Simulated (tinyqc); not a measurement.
Reverse leakage of an n+-p junction: diffusion, generation, trap-assisted and band-to-band tunnelling: two steps of the calculation.

One-sided abrupt junction in the depletion approximation, x from the junction (0) to W on the p side, field F = F0 (1 - x/W). Flat quasi-Fermi levels, long p side. Traps generate through SRH with both lifetimes shortened by 1 + Gamma (Hurkx enhancement, form for moderate fields); band-to-band generation is local and needs a total bending above Eg.

Inputs (values chosen for the exercise); band and dielectric values close to those of silicon: temperature T = 400 K; band gap Eg = 1.13 eV; relative permittivity eps_r = 11.9; conduction-band density of states at T Nc = 4.34e19 cm^-3; valence-band density of states at T Nv = 4.11e19 cm^-3; acceptor density of the lighter side Na = 4.5e17 cm^-3; donor density of the heavier side Nd = 1e20 cm^-3; SRH lifetime of both carriers at zero field tau = 3e-8 s; trap level above the intrinsic level Et = 0 eV; tunnelling mass mt = 0.24 m0; electron diffusion coefficient on the lighter side Dn = 9 cm^2/s; band-to-band prefactor Ab = 4.2e14 cm^-0.5 V^-2.5 s^-1; band-to-band field constant Bb = 1.9e7 V/cm; reverse bias VR = 1.7 V.

Constants: q = 1.602176634e-19 C, kB = 1.380649e-23 J/K, hbar = 1.054571817e-34 J s, m0 = 9.1093837015e-31 kg, Vt = kB T/q, eps0 = 8.8541878128e-14 F/cm where lengths are in cm. Results are converted to the units shown.

Problem 1. Field, scales and diffusion current. ni = sqrt(Nc Nv) exp(-Eg/(2 Vt)), Eg in volts; Vbi = Vt ln(Na Nd/ni^2); W = sqrt(2 eps0 eps_r (Vbi + VR)/(q Na)); F0 = 2 (Vbi + VR)/W; FG = sqrt(24 mt m0 (kB T)^3)/(q hbar); J_diff = q ni^2 sqrt(Dn/tau)(1 - exp(-VR/Vt))/Na.

Wanted: ni; Vbi; W; F0; FG; J_diff.

Solution 1.

ni = 3.2135e12 cm^-3
Vbi = 1.0032 V
W = 88.887 nm
F0 = 608.23 kV/cm
FG = 556.40 kV/cm
J_diff = 6.3682e-8 A/cm^2

Problem 2. Generation rates across the layer. u = (Vbi + VR)(1 - x/W)^2, p = Na exp(-u/Vt), n = Nd exp((u - Vbi - VR)/Vt); G0 = ni^2 (1 - exp(-VR/Vt))/(tau (n + p + 2 ni cosh(Et/Vt))); Gamma = 2 sqrt(3 pi)(F/FG) exp((F/FG)^2); trap-assisted part G0 Gamma; G_bb = Ab F^2.5 exp(-Bb/F) with F in V/cm, zero unless Vbi + VR > Eg. 16 equal steps.

ni = 3.2135058e12 cm^-3
Vbi = 1.0031596 V
W = 88.886792 nm
F0 = 608.22525 kV/cm
FG = 556.39612 kV/cm

Find: x; F; Gamma; G0; G0 Gamma; G_bb.

Solution 2.

```
point  x (nm)  F (kV/cm)    Gamma  G0 (cm^-3 s^-1)  G0 Gamma (cm^-3 s^-1)  G_bb (1e15 cm^-3 s^-1)
0       0.000     608.23   22.173        3.4422e12              7.6323e13                  3.2865
1       5.555     570.21   17.986        4.5784e16              8.2349e17                  0.3485
2      11.111     532.20   14.662        4.6091e19              6.7578e20                  0.0271
3      16.666     494.18   12.003        5.3556e19              6.4281e20                  0.0014
4      22.222     456.17   9.8589        5.3558e19              5.2803e20                  0.0000
5      27.777     418.15   8.1174        5.3558e19              4.3475e20                  0.0000
6      33.333     380.14   6.6904        5.3558e19              3.5833e20                  0.0000
7      38.888     342.13   5.5103        5.3558e19              2.9512e20                  0.0000
8      44.443     304.11   4.5244        5.3547e19              2.4227e20                  0.0000
9      49.999     266.10   3.6911        5.2447e19              1.9359e20                  0.0000
10     55.554     228.08   2.9775        2.5063e19              7.4625e19                  0.0000
11     61.110     190.07   2.3571        1.5728e18              3.7073e18                  0.0000
12     66.665     152.06   1.8081        1.0267e17              1.8563e17                  0.0000
13     72.221     114.04   1.3125        1.2047e16              1.5812e16                  0.0000
14     77.776      76.03  0.85480        2.6047e15              2.2265e15                  0.0000
15     83.331      38.01  0.42146        1.0391e15              4.3793e14                  0.0000
16     88.887       0.00        0        7.6492e14                      0                  0.0000
```

Range of the model: The n+ side is degenerate, so Vbi from Boltzmann statistics is only a guide.

tinyqc, about 0.01 s, one thread, Intel Xeon 2.30GHz (shared host): `OMP_NUM_THREADS=1 python tinyqc.py 2290048 2290049 out.jsonl`
